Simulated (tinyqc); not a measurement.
Inside a calculation (part 1 of 2). Method: RHF in the sto-3g basis, for BeH2, spin multiplicity 1. Computed by tinyqc, a small Python program that keeps every step (integrals from PySCF). Settings: charge = 0, multiplicity = 1, basis = sto-3g, energy threshold = 1e-09, iteration cap = 89, orthogonalisation = canonical, start = Wolfsberg-Helmholz matrix, DIIS depth = 8, damping = 0.5, method = RHF. Command: `OMP_NUM_THREADS=1 python tinyqc.py 22757 22758 out.jsonl` (the two numbers bound the seeds that draw the settings). One thread of a shared host (Intel(R) Xeon(R) Processor @ 2.60GHz), about 0.09 s of CPU time with the checks. Later iterations appear only in the table of the cycle.

## One-electron integrals

Geometry (angstrom):
```
atom       x        y       z
Be    0.0000   0.0000  0.0000
H     0.0000   1.2390  0.0500
H     0.0000  -1.3060  0.0520
```

Basis sto-3g: exponents (1/bohr^2) and contraction coefficients of normalised primitives:
```
element  l (shell)  exponent  coefficient
Be           s (1)   30.1679       0.1543
Be           s (1)    5.4951       0.5353
Be           s (1)    1.4872       0.4446
Be           s (2)    1.3148      -0.1000
Be           s (2)    0.3055       0.3995
Be           s (2)    0.0994       0.7001
Be           p (3)    1.3148       0.1559
Be           p (3)    0.3055       0.6077
Be           p (3)    0.0994       0.3920
H            s (1)    3.4253       0.1543
H            s (1)    0.6239       0.5353
H            s (1)    0.1689       0.4446
```

Overlap, kinetic and nuclear-attraction integrals over the contracted functions; the nuclear repulsion is the sum of Za Zb / Rab.

nuclear repulsion = 3.534414 hartree

overlap S, order 1Be 1s, 1Be 2s, 1Be 2px, 1Be 2py, 1Be 2pz, 2H 1s, 3H 1s:
```
[[1.0000, 0.2595, 0.0000, 0.0000, 0.0000, 0.0867, 0.0747],
 [0.2595, 1.0000, 0.0000, 0.0000, 0.0000, 0.5009, 0.4734],
 [0.0000, 0.0000, 1.0000, 0.0000, 0.0000, 0.0000, 0.0000],
 [0.0000, 0.0000, 0.0000, 1.0000, 0.0000, 0.5514, -0.5345],
 [0.0000, 0.0000, 0.0000, 0.0000, 1.0000, 0.0223, 0.0213],
 [0.0867, 0.5009, 0.0000, 0.5514, 0.0223, 1.0000, 0.0455],
 [0.0747, 0.4734, 0.0000, -0.5345, 0.0213, 0.0455, 1.0000]]
```

kinetic energy T (hartree), order 1Be 1s, 1Be 2s, 1Be 2px, 1Be 2py, 1Be 2pz, 2H 1s, 3H 1s:
```
[[6.6940, -0.0330, 0.0000, 0.0000, 0.0000, -0.0164, -0.0166],
 [-0.0330, 0.2111, 0.0000, 0.0000, 0.0000, 0.0855, 0.0743],
 [0.0000, 0.0000, 0.6606, 0.0000, 0.0000, 0.0000, 0.0000],
 [0.0000, 0.0000, 0.0000, 0.6606, 0.0000, 0.2284, -0.2050],
 [0.0000, 0.0000, 0.0000, 0.0000, 0.6606, 0.0092, 0.0082],
 [-0.0164, 0.0855, 0.0000, 0.2284, 0.0092, 0.7600, -0.0104],
 [-0.0166, 0.0743, 0.0000, -0.2050, 0.0082, -0.0104, 0.7600]]
```

nuclear attraction V (hartree), order 1Be 1s, 1Be 2s, 1Be 2px, 1Be 2py, 1Be 2pz, 2H 1s, 3H 1s:
```
[[-15.3927, -2.1151, 0.0000, -0.0021, -0.0016, -0.7097, -0.6090],
 [-2.1151, -3.0795, 0.0000, -0.0081, -0.0125, -1.5421, -1.4260],
 [0.0000, 0.0000, -2.9784, 0.0000, 0.0000, 0.0000, 0.0000],
 [-0.0021, -0.0081, 0.0000, -3.2262, -0.0004, -1.6647, 1.5745],
 [-0.0016, -0.0125, 0.0000, -0.0004, -2.9788, -0.0689, -0.0643],
 [-0.7097, -1.5421, 0.0000, -1.6647, -0.0689, -3.1213, -0.1610],
 [-0.6090, -1.4260, 0.0000, 1.5745, -0.0643, -0.1610, -3.0393]]
```

core Hamiltonian H = T + V (hartree), order 1Be 1s, 1Be 2s, 1Be 2px, 1Be 2py, 1Be 2pz, 2H 1s, 3H 1s:
```
[[-8.6987, -2.1481, 0.0000, -0.0021, -0.0016, -0.7261, -0.6256],
 [-2.1481, -2.8684, 0.0000, -0.0081, -0.0125, -1.4566, -1.3517],
 [0.0000, 0.0000, -2.3178, 0.0000, 0.0000, 0.0000, 0.0000],
 [-0.0021, -0.0081, 0.0000, -2.5657, -0.0004, -1.4364, 1.3695],
 [-0.0016, -0.0125, 0.0000, -0.0004, -2.3182, -0.0597, -0.0561],
 [-0.7261, -1.4566, 0.0000, -1.4364, -0.0597, -2.3612, -0.1714],
 [-0.6256, -1.3517, 0.0000, 1.3695, -0.0561, -0.1714, -2.2793]]
```

## Two-electron integrals

Functions are numbered as in S; the eight-fold symmetry (ij|kl) = (ji|kl) = (kl|ij) leaves the list below.

Two-electron integrals (ij|kl) in chemists' order, unique and non-zero (hartree):
```
(11|11) 2.2988      (21|11) 0.3920      (21|21) 0.0795      (22|11) 0.5710
(22|21) 0.1430      (22|22) 0.4177      (31|31) 0.0146      (32|31) 0.0219
(32|32) 0.0923      (33|11) 0.5696      (33|21) 0.1431      (33|22) 0.4176
(33|33) 0.4499      (41|41) 0.0146      (42|41) 0.0219      (42|42) 0.0923
(43|43) 0.0242      (44|11) 0.5696      (44|21) 0.1431      (44|22) 0.4176
(44|33) 0.4014      (44|44) 0.4499      (51|51) 0.0146      (52|51) 0.0219
(52|52) 0.0923      (53|53) 0.0242      (54|54) 0.0242      (55|11) 0.5696
(55|21) 0.1431      (55|22) 0.4176      (55|33) 0.4014      (55|44) 0.4014
(55|55) 0.4499      (61|11) 0.1302      (61|21) 0.0264      (61|22) 0.0476
(61|33) 0.0473      (61|41) 0.0024      (61|42) 0.0044      (61|44) 0.0484
(61|51) 9.67e-05    (61|52) 1.78e-04    (61|54) 4.36e-05    (61|55) 0.0473
(61|61) 0.0092      (62|11) 0.2572      (62|21) 0.0651      (62|22) 0.2002
(62|33) 0.1934      (62|41) 0.0086      (62|42) 0.0478      (62|44) 0.2138
(62|51) 3.45e-04    (62|52) 0.0019      (62|54) 0.0008      (62|55) 0.1934
(62|61) 0.0237      (62|62) 0.1321      (63|31) 0.0067      (63|32) 0.0293
(63|43) 0.0088      (63|53) 3.54e-04    (63|63) 0.0139      (64|11) 0.2563
(64|21) 0.0657      (64|22) 0.2124      (64|33) 0.2000      (64|41) 0.0142
(64|42) 0.0753      (64|44) 0.2371      (64|51) 3.03e-04    (64|52) 0.0019
(64|54) 0.0011      (64|55) 0.2000      (64|61) 0.0254      (64|62) 0.1609
(64|64) 0.2053      (65|11) 0.0103      (65|21) 0.0027      (65|22) 0.0086
(65|33) 0.0081      (65|41) 3.03e-04    (65|42) 0.0019      (65|44) 0.0089
(65|51) 0.0067      (65|52) 0.0294      (65|54) 0.0088      (65|55) 0.0088
(65|61) 0.0010      (65|62) 0.0065      (65|64) 0.0077      (65|65) 0.0142
(66|11) 0.4208      (66|21) 0.1085      (66|22) 0.3684      (66|33) 0.3420
(66|41) 0.0186      (66|42) 0.1267      (66|44) 0.4208      (66|51) 0.0008
(66|52) 0.0051      (66|54) 0.0032      (66|55) 0.3421      (66|61) 0.0411
(66|62) 0.2960      (66|64) 0.3860      (66|65) 0.0156      (66|66) 0.7746
(71|11) 0.1119      (71|21) 0.0227      (71|22) 0.0410      (71|33) 0.0407
(71|41) -0.0020     (71|42) -0.0038     (71|44) 0.0417      (71|51) 8.15e-05
(71|52) 1.51e-04    (71|54) -3.69e-05   (71|55) 0.0407      (71|61) 0.0072
(71|62) 0.0173      (71|64) 0.0166      (71|65) 0.0007      (71|66) 0.0282
(71|71) 0.0068      (72|11) 0.2364      (72|21) 0.0599      (72|22) 0.1863
(72|33) 0.1797      (72|41) -0.0079     (72|42) -0.0454     (72|44) 0.1994
(72|51) 3.14e-04    (72|52) 0.0018      (72|54) -0.0008     (72|55) 0.1797
(72|61) 0.0185      (72|62) 0.0701      (72|64) 0.0662      (72|65) 0.0034
(72|66) 0.1183      (72|71) 0.0188      (72|72) 0.1172      (73|31) 0.0059
(73|32) 0.0266      (73|43) -0.0082     (73|53) 3.26e-04    (73|63) 0.0060
(73|73) 0.0118      (74|11) -0.2415     (74|21) -0.0620     (74|22) -0.2025
(74|33) -0.1905     (74|41) 0.0130      (74|42) 0.0712      (74|44) -0.2261
(74|51) -2.80e-04   (74|52) -0.0018     (74|54) 0.0011      (74|55) -0.1906
(74|61) -0.0183     (74|62) -0.0684     (74|64) -0.0606     (74|65) -0.0032
(74|66) -0.1120     (74|71) -0.0206     (74|72) -0.1457     (74|74) 0.1889
(75|11) 0.0096      (75|21) 0.0025      (75|22) 0.0081      (75|33) 0.0076
(75|41) -2.80e-04   (75|42) -0.0018     (75|44) 0.0084      (75|51) 0.0059
(75|52) 0.0267      (75|54) -0.0082     (75|55) 0.0082      (75|61) 0.0008
(75|62) 0.0034      (75|64) 0.0032      (75|65) 0.0062      (75|66) 0.0059
(75|71) 0.0008      (75|72) 0.0058      (75|74) -0.0071     (75|75) 0.0121
(76|11) 0.0292      (76|21) 0.0072      (76|22) 0.0201      (76|33) 0.0198
(76|41) -2.03e-05   (76|42) -1.58e-04   (76|44) 0.0208      (76|51) 7.26e-05
(76|52) 3.36e-04    (76|54) -3.61e-06   (76|55) 0.0198      (76|61) 0.0024
(76|62) 0.0098      (76|64) 0.0105      (76|65) 0.0005      (76|66) 0.0185
(76|71) 0.0021      (76|72) 0.0093      (76|74) -0.0103     (76|75) 0.0005
(76|76) 0.0010      (77|11) 0.4005      (77|21) 0.1034      (77|22) 0.3572
(77|33) 0.3313      (77|41) -0.0172     (77|42) -0.1229     (77|44) 0.4085
(77|51) 0.0007      (77|52) 0.0049      (77|54) -0.0031     (77|55) 0.3315
(77|61) 0.0313      (77|62) 0.1239      (77|64) 0.1134      (77|65) 0.0062
(77|66) 0.2078      (77|71) 0.0337      (77|72) 0.2770      (77|74) -0.3680
(77|75) 0.0147      (77|76) 0.0185      (77|77) 0.7746
```

## Orthogonalisation

S = U s U^T; canonical form X = U s^(-1/2), so that X^T S X = 1. Each column of U has its largest component positive (the first on a tie).

eigenvalues of S: [0.2069, 0.3168, 0.9295, 1.0000, 1.0017, 1.7407, 1.8044]

X, order 1Be 1s, 1Be 2s, 1Be 2px, 1Be 2py, 1Be 2pz, 2H 1s, 3H 1s:
```
[[-0.0267, -0.2948, 0.9583, 0.0000, -0.1408, -0.0644, 0.2254],
 [0.2199, 1.2837, -0.1065, 0.0000, -0.0242, -0.1389, 0.4843],
 [0.0000, 0.0000, 0.0000, 1.0000, 0.0000, 0.0000, 0.0000],
 [1.5165, -0.1700, -0.0082, 0.0000, 0.0012, 0.5237, 0.1441],
 [0.0091, 0.0524, 0.1529, 0.0000, 0.9875, -0.0053, 0.0184],
 [-1.2460, -0.7053, -0.2433, 0.0000, 0.0369, 0.2601, 0.4385],
 [0.9647, -0.9449, -0.2521, 0.0000, 0.0381, -0.4573, 0.2355]]
```

## Starting guess

The start is the generalised Wolfsberg-Helmholz matrix (K = 1.75) built on H; D = 2 C_occ C_occ^T.

D at the start, order 1Be 1s, 1Be 2s, 1Be 2px, 1Be 2py, 1Be 2pz, 2H 1s, 3H 1s:
```
[[2.0578, -0.1457, 0.0000, -0.0015, -0.0112, -0.2166, -0.2149],
 [-0.1457, 0.6186, 0.0000, -0.0190, 0.0257, 0.4238, 0.4319],
 [0.0000, 0.0000, 0.0000, 0.0000, 0.0000, 0.0000, 0.0000],
 [-0.0015, -0.0190, 0.0000, 0.6767, -0.0007, 0.3989, -0.4026],
 [-0.0112, 0.0257, 0.0000, -0.0007, 0.0011, 0.0180, 0.0182],
 [-0.2166, 0.4238, 0.0000, 0.3989, 0.0180, 0.5476, 0.0652],
 [-0.2149, 0.4319, 0.0000, -0.4026, 0.0182, 0.0652, 0.5324]]
```

## Iteration 1: building the Fock matrix

J_ij = sum D_kl (ij|kl), K_ij = sum D_kl (ik|jl); F = H + J - 0.5 K; E = tr D H + tr D J / 2 - 0.25 tr D K + E_nn.

Coulomb J (hartree), order 1Be 1s, 1Be 2s, 1Be 2px, 1Be 2py, 1Be 2pz, 2H 1s, 3H 1s:
```
[[6.5202, 1.2726, 0.0000, 0.0013, 0.0030, 0.4258, 0.3659],
 [1.2726, 2.6947, 0.0000, 0.0041, 0.0177, 1.3452, 1.2497],
 [0.0000, 0.0000, 2.6216, 0.0000, 0.0000, 0.0000, 0.0000],
 [0.0013, 0.0041, 0.0000, 2.8306, 0.0001, 1.4591, -1.3867],
 [0.0030, 0.0177, 0.0000, 0.0001, 2.6219, 0.0622, 0.0582],
 [0.4258, 1.3452, 0.0000, 1.4591, 0.0622, 2.6019, 0.1359],
 [0.3659, 1.2497, 0.0000, -1.3867, 0.0582, 0.1359, 2.5292]]
```

exchange K (hartree), order 1Be 1s, 1Be 2s, 1Be 2px, 1Be 2py, 1Be 2pz, 2H 1s, 3H 1s:
```
[[4.6258, 0.8248, 0.0000, -0.0006, -0.0011, 0.2768, 0.2377],
 [0.8248, 0.9383, 0.0000, 0.0090, 0.0357, 0.6886, 0.6546],
 [0.0000, 0.0000, 0.1679, 0.0000, 0.0000, 0.0000, 0.0000],
 [-0.0006, 0.0090, 0.0000, 1.0752, 0.0005, 0.7393, -0.7124],
 [-0.0011, 0.0357, 0.0000, 0.0005, 0.1694, 0.0322, 0.0307],
 [0.2768, 0.6886, 0.0000, 0.7393, 0.0322, 1.1944, 0.0620],
 [0.2377, 0.6546, 0.0000, -0.7124, 0.0307, 0.0620, 1.1504]]
```

Fock matrix F (hartree), order 1Be 1s, 1Be 2s, 1Be 2px, 1Be 2py, 1Be 2pz, 2H 1s, 3H 1s:
```
[[-4.4915, -1.2878, 0.0000, -0.0005, 0.0019, -0.4387, -0.3786],
 [-1.2878, -0.6429, 0.0000, -0.0085, -0.0127, -0.4557, -0.4293],
 [0.0000, 0.0000, 0.2199, 0.0000, 0.0000, 0.0000, 0.0000],
 [-0.0005, -0.0085, 0.0000, -0.2727, -0.0005, -0.3470, 0.3390],
 [0.0019, -0.0127, 0.0000, -0.0005, 0.2190, -0.0136, -0.0132],
 [-0.4387, -0.4557, 0.0000, -0.3470, -0.0136, -0.3565, -0.0666],
 [-0.3786, -0.4293, 0.0000, 0.3390, -0.0132, -0.0666, -0.3253]]
```

total energy of this density = -15.550097 hartree

This density is the starting one.

## Iteration 1: diagonalisation and new density

Diagonalise F' = X^T F X, C = X C', fill 3 alpha and 3 beta electrons from the bottom; D = 2 C_occ C_occ^T; the new density keeps 0.5 of the old one (damping). Each column has its largest component positive (the first on a tie).

F' = X^T F X (hartree):
```
[[1.0129, -0.0426, 0.0176, 0.0000, -0.0014, 0.0223, 0.0137],
 [-0.0426, 0.4645, 0.3532, 0.0000, -0.0464, -0.0380, 0.1372],
 [0.0176, 0.3532, -3.5702, 0.0000, 0.6057, 0.4201, -1.5219],
 [0.0000, 0.0000, 0.0000, 0.2199, 0.0000, 0.0000, 0.0000],
 [-0.0014, -0.0464, 0.6057, 0.0000, 0.1225, -0.0685, 0.2477],
 [0.0223, -0.0380, 0.4201, 0.0000, -0.0685, -0.4900, 0.2076],
 [0.0137, 0.1372, -1.5219, 0.0000, 0.2477, 0.2076, -1.2070]]
```

orbital energies (hartree): [-4.4954, -0.4658, -0.4339, 0.2190, 0.2199, 0.4921, 1.0167]

coefficients C, order 1Be 1s, 1Be 2s, 1Be 2px, 1Be 2py, 1Be 2pz, 2H 1s, 3H 1s:
```
[[0.9912, -0.2271, 0.0347, 0.0187, 0.0000, -0.2123, -0.0056],
 [0.0342, 0.5307, -0.0959, -0.0842, 0.0000, 1.2841, 0.1186],
 [0.0000, 0.0000, 0.0000, 0.0000, 1.0000, 0.0000, 0.0000],
 [-0.0003, 0.0834, 0.5100, 0.0004, 0.0000, -0.0499, 1.5344],
 [-0.0002, 0.0143, -0.0024, 0.9968, 0.0000, 0.0889, 0.0057],
 [-0.0028, 0.4573, 0.3204, 0.0312, 0.0000, -0.8157, -1.1800],
 [-0.0038, 0.3278, -0.4526, 0.0320, 0.0000, -0.8830, 1.0295]]
```

D after iteration 1, order 1Be 1s, 1Be 2s, 1Be 2px, 1Be 2py, 1Be 2pz, 2H 1s, 3H 1s:
```
[[2.0641, -0.1628, 0.0000, -0.0023, -0.0091, -0.2038, -0.2014],
 [-0.1628, 0.6013, 0.0000, -0.0142, 0.0207, 0.4238, 0.4332],
 [0.0000, 0.0000, 0.0000, 0.0000, 0.0000, 0.0000, 0.0000],
 [-0.0023, -0.0142, 0.0000, 0.6054, -0.0004, 0.4010, -0.4048],
 [-0.0091, 0.0207, 0.0000, -0.0004, 0.0008, 0.0147, 0.0149],
 [-0.2038, 0.4238, 0.0000, 0.4010, 0.0147, 0.5856, 0.0375],
 [-0.2014, 0.4332, 0.0000, -0.4048, 0.0149, 0.0375, 0.5785]]
```

## Iteration 2: building the Fock matrix

As before.

Coulomb J (hartree), order 1Be 1s, 1Be 2s, 1Be 2px, 1Be 2py, 1Be 2pz, 2H 1s, 3H 1s:
```
[[6.5126, 1.2702, 0.0000, 0.0014, 0.0028, 0.4250, 0.3652],
 [1.2702, 2.6902, 0.0000, 0.0040, 0.0169, 1.3449, 1.2501],
 [0.0000, 0.0000, 2.6159, 0.0000, 0.0000, 0.0000, 0.0000],
 [0.0014, 0.0040, 0.0000, 2.8283, 0.0001, 1.4601, -1.3888],
 [0.0028, 0.0169, 0.0000, 0.0001, 2.6162, 0.0619, 0.0580],
 [0.4250, 1.3449, 0.0000, 1.4601, 0.0619, 2.6076, 0.1357],
 [0.3652, 1.2501, 0.0000, -1.3888, 0.0580, 0.1357, 2.5386]]
```

exchange K (hartree), order 1Be 1s, 1Be 2s, 1Be 2px, 1Be 2py, 1Be 2pz, 2H 1s, 3H 1s:
```
[[4.6314, 0.8202, 0.0000, -0.0003, -0.0008, 0.2777, 0.2387],
 [0.8202, 0.9308, 0.0000, 0.0105, 0.0325, 0.6899, 0.6560],
 [0.0000, 0.0000, 0.1651, 0.0000, 0.0000, 0.0000, 0.0000],
 [-0.0003, 0.0105, 0.0000, 1.0636, 0.0006, 0.7413, -0.7155],
 [-0.0008, 0.0325, 0.0000, 0.0006, 0.1664, 0.0303, 0.0289],
 [0.2777, 0.6899, 0.0000, 0.7413, 0.0303, 1.2092, 0.0608],
 [0.2387, 0.6560, 0.0000, -0.7155, 0.0289, 0.0608, 1.1708]]
```

Fock matrix F (hartree), order 1Be 1s, 1Be 2s, 1Be 2px, 1Be 2py, 1Be 2pz, 2H 1s, 3H 1s:
```
[[-4.5019, -1.2880, 0.0000, -0.0005, 0.0016, -0.4399, -0.3798],
 [-1.2880, -0.6436, 0.0000, -0.0094, -0.0119, -0.4566, -0.4296],
 [0.0000, 0.0000, 0.2155, 0.0000, 0.0000, 0.0000, 0.0000],
 [-0.0005, -0.0094, 0.0000, -0.2692, -0.0005, -0.3469, 0.3385],
 [0.0016, -0.0119, 0.0000, -0.0005, 0.2148, -0.0129, -0.0125],
 [-0.4399, -0.4566, 0.0000, -0.3469, -0.0129, -0.3582, -0.0661],
 [-0.3798, -0.4296, 0.0000, 0.3385, -0.0125, -0.0661, -0.3261]]
```

total energy of this density = -15.554640 hartree

This density is a damped mixture and is not idempotent.

## Iteration 2: DIIS over 2 matrices

error matrix X^T (FDS - SDF) X:
```
[[0.0000, -0.0008, 0.0081, 0.0000, -0.0013, 0.0663, 0.0198],
 [0.0008, 0.0000, 0.0780, 0.0000, -0.0132, -0.0256, 0.0447],
 [-0.0081, -0.0780, 0.0000, 0.0000, 0.0078, -0.0028, 0.0048],
 [0.0000, 0.0000, 0.0000, 0.0000, 0.0000, 0.0000, 0.0000],
 [0.0013, 0.0132, -0.0078, 0.0000, 0.0000, -0.0011, 0.0039],
 [-0.0663, 0.0256, 0.0028, 0.0000, 0.0011, 0.0000, 0.0003],
 [-0.0198, -0.0447, -0.0048, 0.0000, -0.0039, -0.0003, 0.0000]]
```

B (overlaps of the stored error matrices):
```
[[9.0117010e-02, 4.9967536e-02],
 [4.9967536e-02, 2.7733246e-02]]
```

Minimise |sum c_i e_i|^2 with sum c_i = 1: solve [B -1; -1 0][c; lambda] = [0; -1] with B_ij = tr e_i^T e_j, and take F = sum c_i F_i.

DIIS coefficients: [-1.2411, 2.2411]

extrapolated F (hartree), order 1Be 1s, 1Be 2s, 1Be 2px, 1Be 2py, 1Be 2pz, 2H 1s, 3H 1s:
```
[[-4.5147, -1.2883, 0.0000, -0.0006, 0.0012, -0.4414, -0.3814],
 [-1.2883, -0.6446, 0.0000, -0.0104, -0.0108, -0.4578, -0.4299],
 [0.0000, 0.0000, 0.2102, 0.0000, 0.0000, 0.0000, 0.0000],
 [-0.0006, -0.0104, 0.0000, -0.2648, -0.0006, -0.3468, 0.3377],
 [0.0012, -0.0108, 0.0000, -0.0006, 0.2096, -0.0121, -0.0116],
 [-0.4414, -0.4578, 0.0000, -0.3468, -0.0121, -0.3603, -0.0656],
 [-0.3814, -0.4299, 0.0000, 0.3377, -0.0116, -0.0656, -0.3271]]
```

## Iteration 2: diagonalisation and new density

As before.

F' = X^T F X (hartree):
```
[[1.0164, -0.0453, 0.0185, 0.0000, -0.0016, 0.0314, 0.0161],
 [-0.0453, 0.4609, 0.3632, 0.0000, -0.0484, -0.0408, 0.1397],
 [0.0185, 0.3632, -3.5899, 0.0000, 0.6054, 0.4221, -1.5275],
 [0.0000, 0.0000, 0.0000, 0.2102, 0.0000, 0.0000, 0.0000],
 [-0.0016, -0.0484, 0.6054, 0.0000, 0.1132, -0.0694, 0.2502],
 [0.0314, -0.0408, 0.4221, 0.0000, -0.0694, -0.4879, 0.2081],
 [0.0161, 0.1397, -1.5275, 0.0000, 0.2502, 0.2081, -1.2114]]
```

orbital energies (hartree): [-4.5182, -0.4685, -0.4320, 0.2094, 0.2102, 0.4898, 1.0209]

coefficients C, order 1Be 1s, 1Be 2s, 1Be 2px, 1Be 2py, 1Be 2pz, 2H 1s, 3H 1s:
```
[[0.9917, -0.2261, 0.0387, 0.0170, 0.0000, -0.2103, -0.0047],
 [0.0315, 0.5311, -0.1057, -0.0787, 0.0000, 1.2840, 0.1133],
 [0.0000, 0.0000, 0.0000, 0.0000, 1.0000, 0.0000, 0.0000],
 [-0.0002, 0.0919, 0.4983, 0.0002, 0.0000, -0.0445, 1.5379],
 [-0.0001, 0.0108, -0.0019, 0.9971, 0.0000, 0.0862, 0.0054],
 [-0.0016, 0.4629, 0.3184, 0.0304, 0.0000, -0.8215, -1.1743],
 [-0.0026, 0.3165, -0.4664, 0.0310, 0.0000, -0.8792, 1.0302]]
```

D after iteration 2, order 1Be 1s, 1Be 2s, 1Be 2px, 1Be 2py, 1Be 2pz, 2H 1s, 3H 1s:
```
[[2.0683, -0.1744, 0.0000, -0.0028, -0.0072, -0.1958, -0.1928],
 [-0.1744, 0.5949, 0.0000, -0.0110, 0.0163, 0.4240, 0.4339],
 [0.0000, 0.0000, 0.0000, 0.0000, 0.0000, 0.0000, 0.0000],
 [-0.0028, -0.0110, 0.0000, 0.5594, -0.0002, 0.4017, -0.4057],
 [-0.0072, 0.0163, 0.0000, -0.0002, 0.0005, 0.0118, 0.0118],
 [-0.1958, 0.4240, 0.0000, 0.4017, 0.0118, 0.6084, 0.0168],
 [-0.1928, 0.4339, 0.0000, -0.4057, 0.0118, 0.0168, 0.6069]]
```

## Iteration 25 (converged): orbitals

converged F (hartree), order 1Be 1s, 1Be 2s, 1Be 2px, 1Be 2py, 1Be 2pz, 2H 1s, 3H 1s:
```
[[-4.5144, -1.2882, 0.0000, -0.0006, 0.0009, -0.4414, -0.3813],
 [-1.2882, -0.6455, 0.0000, -0.0105, -0.0103, -0.4581, -0.4300],
 [0.0000, 0.0000, 0.2102, 0.0000, 0.0000, 0.0000, 0.0000],
 [-0.0006, -0.0105, 0.0000, -0.2642, -0.0007, -0.3467, 0.3376],
 [0.0009, -0.0103, 0.0000, -0.0007, 0.2096, -0.0115, -0.0109],
 [-0.4414, -0.4581, 0.0000, -0.3467, -0.0115, -0.3604, -0.0653],
 [-0.3813, -0.4300, 0.0000, 0.3376, -0.0109, -0.0653, -0.3271]]
```

Diagonalise F' = X^T F X, C = X C', fill 3 alpha and 3 beta electrons from the bottom; D = 2 C_occ C_occ^T. Each column has its largest component positive (the first on a tie).

F' = X^T F X (hartree):
```
[[1.0161, -0.0454, 0.0185, 0.0000, -0.0017, 0.0321, 0.0162],
 [-0.0454, 0.4604, 0.3634, 0.0000, -0.0487, -0.0407, 0.1389],
 [0.0185, 0.3634, -3.5899, 0.0000, 0.6047, 0.4220, -1.5272],
 [0.0000, 0.0000, 0.0000, 0.2102, 0.0000, 0.0000, 0.0000],
 [-0.0017, -0.0487, 0.6047, 0.0000, 0.1134, -0.0696, 0.2508],
 [0.0321, -0.0407, 0.4220, 0.0000, -0.0696, -0.4877, 0.2081],
 [0.0162, 0.1389, -1.5272, 0.0000, 0.2508, 0.2081, -1.2116]]
```

orbital energies (hartree): [-4.5179, -0.4688, -0.4319, 0.2095, 0.2102, 0.4892, 1.0207]

coefficients C, order 1Be 1s, 1Be 2s, 1Be 2px, 1Be 2py, 1Be 2pz, 2H 1s, 3H 1s:
```
[[0.9917, -0.2263, 0.0389, 0.0164, 0.0000, -0.2101, -0.0047],
 [0.0315, 0.5323, -0.1061, -0.0765, 0.0000, 1.2837, 0.1130],
 [0.0000, 0.0000, 0.0000, 0.0000, 1.0000, 0.0000, 0.0000],
 [-0.0002, 0.0919, 0.4975, 0.0001, 0.0000, -0.0443, 1.5382],
 [0.0000, 0.0096, -0.0016, 0.9972, 0.0000, 0.0850, 0.0053],
 [-0.0016, 0.4624, 0.3188, 0.0299, 0.0000, -0.8221, -1.1740],
 [-0.0026, 0.3154, -0.4670, 0.0306, 0.0000, -0.8793, 1.0302]]
```

D after iteration 25, order 1Be 1s, 1Be 2s, 1Be 2px, 1Be 2py, 1Be 2pz, 2H 1s, 3H 1s:
```
[[2.0725, -0.1866, 0.0000, -0.0034, -0.0045, -0.1877, -0.1841],
 [-0.1866, 0.5911, 0.0000, -0.0077, 0.0106, 0.4245, 0.4347],
 [0.0000, 0.0000, 0.0000, 0.0000, 0.0000, 0.0000, 0.0000],
 [-0.0034, -0.0077, 0.0000, 0.5119, 0.0002, 0.4022, -0.4067],
 [-0.0045, 0.0106, 0.0000, 0.0002, 0.0002, 0.0079, 0.0075],
 [-0.1877, 0.4245, 0.0000, 0.4022, 0.0079, 0.6309, -0.0060],
 [-0.1841, 0.4347, 0.0000, -0.4067, 0.0075, -0.0060, 0.6352]]
```
